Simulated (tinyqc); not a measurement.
UHF in the 3-21g basis, for H3-, spin multiplicity 1, step by step. The basis has no diffuse functions, so it cannot describe the extra electron: this is an exercise in the method, not the real anion. One step of it, computed by the program tinyqc.

Problem. Iteration 1: diagonalisation and new density. Diagonalise F' = X^T F X, C = X C', fill 2 alpha and 2 beta electrons from the bottom; D(s) = C_occ C_occ^T; the new density keeps 0.2 of the old one (damping). Each column has its largest component positive (the first on a tie).

F(alpha) (hartree), order 1H 1s, 1H 2s, 2H 1s, 2H 2s, 3H 1s, 3H 2s:
$$\begin{pmatrix}
0.654277 & -0.175372 & -0.276068 & -0.227579 & -0.171368 & -0.141560 \\
-0.175372 & 0.031041 & -0.127407 & -0.003201 & -0.212478 & -0.059886 \\
-0.276068 & -0.127407 & 0.959270 & 0.070883 & -0.024375 & -0.095247 \\
-0.227579 & -0.003201 & 0.070883 & 0.248553 & -0.083756 & -0.088902 \\
-0.171368 & -0.212478 & -0.024375 & -0.083756 & 0.397837 & -0.294863 \\
-0.141560 & -0.059886 & -0.095247 & -0.088902 & -0.294863 & -0.018123
\end{pmatrix}$$

F(beta) (hartree), order 1H 1s, 1H 2s, 2H 1s, 2H 2s, 3H 1s, 3H 2s:
$$\begin{pmatrix}
0.654277 & -0.175372 & -0.171368 & -0.141560 & -0.276068 & -0.227579 \\
-0.175372 & 0.031041 & -0.212478 & -0.059886 & -0.127407 & -0.003201 \\
-0.171368 & -0.212478 & 0.397837 & -0.294863 & -0.024375 & -0.083756 \\
-0.141560 & -0.059886 & -0.294863 & -0.018123 & -0.095247 & -0.088902 \\
-0.276068 & -0.127407 & -0.024375 & -0.095247 & 0.959270 & 0.070883 \\
-0.227579 & -0.003201 & -0.083756 & -0.088902 & 0.070883 & 0.248553
\end{pmatrix}$$

X, order 1H 1s, 1H 2s, 2H 1s, 2H 2s, 3H 1s, 3H 2s:
$$\begin{pmatrix}
1.260690 & -0.586547 & -0.008431 & 0.070232 & -0.008431 & 0.070232 \\
-0.586547 & 2.366267 & 0.002493 & -0.871504 & 0.002493 & -0.871504 \\
-0.008431 & 0.002493 & 1.241036 & -0.479020 & -0.005184 & 0.038800 \\
0.070232 & -0.871504 & -0.479020 & 1.693857 & 0.038800 & 0.237930 \\
-0.008431 & 0.002493 & -0.005184 & 0.038800 & 1.241036 & -0.479020 \\
0.070232 & -0.871504 & 0.038800 & 0.237930 & -0.479020 & 1.693857
\end{pmatrix}$$

D(alpha) at the start, order 1H 1s, 1H 2s, 2H 1s, 2H 2s, 3H 1s, 3H 2s:
$$\begin{pmatrix}
0.252414 & 0.404821 & 0.104565 & -0.045105 & -0.043193 & -0.238228 \\
0.404821 & 0.779661 & 0.157110 & -0.135904 & -0.248862 & -0.666515 \\
0.104565 & 0.157110 & 0.044177 & -0.013523 & -0.003308 & -0.075587 \\
-0.045105 & -0.135904 & -0.013523 & 0.039042 & 0.095253 & 0.181214 \\
-0.043193 & -0.248862 & -0.003308 & 0.095253 & 0.254704 & 0.432478 \\
-0.238228 & -0.666515 & -0.075587 & 0.181214 & 0.432478 & 0.845262
\end{pmatrix}$$

D(beta) at the start, order 1H 1s, 1H 2s, 2H 1s, 2H 2s, 3H 1s, 3H 2s:
$$\begin{pmatrix}
0.252414 & 0.404821 & -0.043193 & -0.238228 & 0.104565 & -0.045105 \\
0.404821 & 0.779661 & -0.248862 & -0.666515 & 0.157110 & -0.135904 \\
-0.043193 & -0.248862 & 0.254704 & 0.432478 & -0.003308 & 0.095253 \\
-0.238228 & -0.666515 & 0.432478 & 0.845262 & -0.075587 & 0.181214 \\
0.104565 & 0.157110 & -0.003308 & -0.075587 & 0.044177 & -0.013523 \\
-0.045105 & -0.135904 & 0.095253 & 0.181214 & -0.013523 & 0.039042
\end{pmatrix}$$

overlap S, order 1H 1s, 1H 2s, 2H 1s, 2H 2s, 3H 1s, 3H 2s:
$$\begin{pmatrix}
1.000000 & 0.645899 & 0.172486 & 0.357334 & 0.172486 & 0.357334 \\
0.645899 & 1.000000 & 0.357334 & 0.698678 & 0.357334 & 0.698678 \\
0.172486 & 0.357334 & 1.000000 & 0.645899 & 0.001289 & 0.060680 \\
0.357334 & 0.698678 & 0.645899 & 1.000000 & 0.060680 & 0.238292 \\
0.172486 & 0.357334 & 0.001289 & 0.060680 & 1.000000 & 0.645899 \\
0.357334 & 0.698678 & 0.060680 & 0.238292 & 0.645899 & 1.000000
\end{pmatrix}$$

Give: F' = X^T F X; orbital energies; coefficients C; F' = X^T F X; orbital energies; coefficients C; D(alpha) after iteration 1; D(beta) after iteration 1.

Solution.

F' = X^T F X (alpha) (hartree):
$$\begin{pmatrix}
1.257 & -0.735 & -0.233 & -0.094 & -0.097 & 0.005 \\
-0.735 & 0.808 & -0.131 & -0.196 & -0.100 & -0.151 \\
-0.233 & -0.131 & 1.448 & -0.506 & 0.026 & 0.033 \\
-0.094 & -0.196 & -0.506 & 0.702 & 0.039 & -0.056 \\
-0.097 & -0.100 & 0.026 & 0.039 & 0.956 & -0.731 \\
0.005 & -0.151 & 0.033 & -0.056 & -0.731 & 0.497
\end{pmatrix}$$

orbital energies (alpha) (hartree): MO1 -0.158, MO2 0.133, MO3 0.672, MO4 1.474, MO5 1.658, MO6 1.887

coefficients C (alpha), order 1H 1s, 1H 2s, 2H 1s, 2H 2s, 3H 1s, 3H 2s:
$$\begin{pmatrix}
0.172 & -0.207 & 0.125 & 0.302 & 0.621 & -1.174 \\
0.106 & -0.840 & 1.690 & -0.136 & -0.881 & 1.759 \\
0.073 & -0.143 & -0.004 & 0.252 & 1.080 & 0.718 \\
0.137 & -0.164 & -1.532 & -0.042 & -0.607 & -1.076 \\
0.291 & 0.189 & 0.037 & 1.205 & -0.419 & 0.147 \\
0.563 & 0.860 & -0.851 & -1.062 & 0.759 & -0.661
\end{pmatrix}$$

F' = X^T F X (beta) (hartree):
$$\begin{pmatrix}
1.257 & -0.735 & -0.097 & 0.005 & -0.233 & -0.094 \\
-0.735 & 0.808 & -0.100 & -0.151 & -0.131 & -0.196 \\
-0.097 & -0.100 & 0.956 & -0.731 & 0.026 & 0.039 \\
0.005 & -0.151 & -0.731 & 0.497 & 0.033 & -0.056 \\
-0.233 & -0.131 & 0.026 & 0.033 & 1.448 & -0.506 \\
-0.094 & -0.196 & 0.039 & -0.056 & -0.506 & 0.702
\end{pmatrix}$$

orbital energies (beta) (hartree): MO1 -0.158, MO2 0.133, MO3 0.672, MO4 1.474, MO5 1.658, MO6 1.887

coefficients C (beta), order 1H 1s, 1H 2s, 2H 1s, 2H 2s, 3H 1s, 3H 2s:
$$\begin{pmatrix}
0.172 & -0.207 & 0.125 & 0.302 & 0.621 & -1.174 \\
0.106 & -0.840 & 1.690 & -0.136 & -0.881 & 1.759 \\
0.291 & 0.189 & 0.037 & 1.205 & -0.419 & 0.147 \\
0.563 & 0.860 & -0.851 & -1.062 & 0.759 & -0.661 \\
0.073 & -0.143 & -0.004 & 0.252 & 1.080 & 0.718 \\
0.137 & -0.164 & -1.532 & -0.042 & -0.607 & -1.076
\end{pmatrix}$$

D(alpha) after iteration 1, order 1H 1s, 1H 2s, 2H 1s, 2H 2s, 3H 1s, 3H 2s:
$$\begin{pmatrix}
0.108 & 0.235 & 0.055 & 0.037 & 0.000 & -0.113 \\
0.235 & 0.730 & 0.134 & 0.095 & -0.152 & -0.663 \\
0.055 & 0.134 & 0.029 & 0.024 & -0.005 & -0.080 \\
0.037 & 0.095 & 0.024 & 0.044 & 0.026 & -0.015 \\
0.000 & -0.152 & -0.005 & 0.026 & 0.147 & 0.348 \\
-0.113 & -0.663 & -0.080 & -0.015 & 0.348 & 1.014
\end{pmatrix}$$

D(beta) after iteration 1, order 1H 1s, 1H 2s, 2H 1s, 2H 2s, 3H 1s, 3H 2s:
$$\begin{pmatrix}
0.108 & 0.235 & 0.000 & -0.113 & 0.055 & 0.037 \\
0.235 & 0.730 & -0.152 & -0.663 & 0.134 & 0.095 \\
0.000 & -0.152 & 0.147 & 0.348 & -0.005 & 0.026 \\
-0.113 & -0.663 & 0.348 & 1.014 & -0.080 & -0.015 \\
0.055 & 0.134 & -0.005 & -0.080 & 0.029 & 0.024 \\
0.037 & 0.095 & 0.026 & -0.015 & 0.024 & 0.044
\end{pmatrix}$$
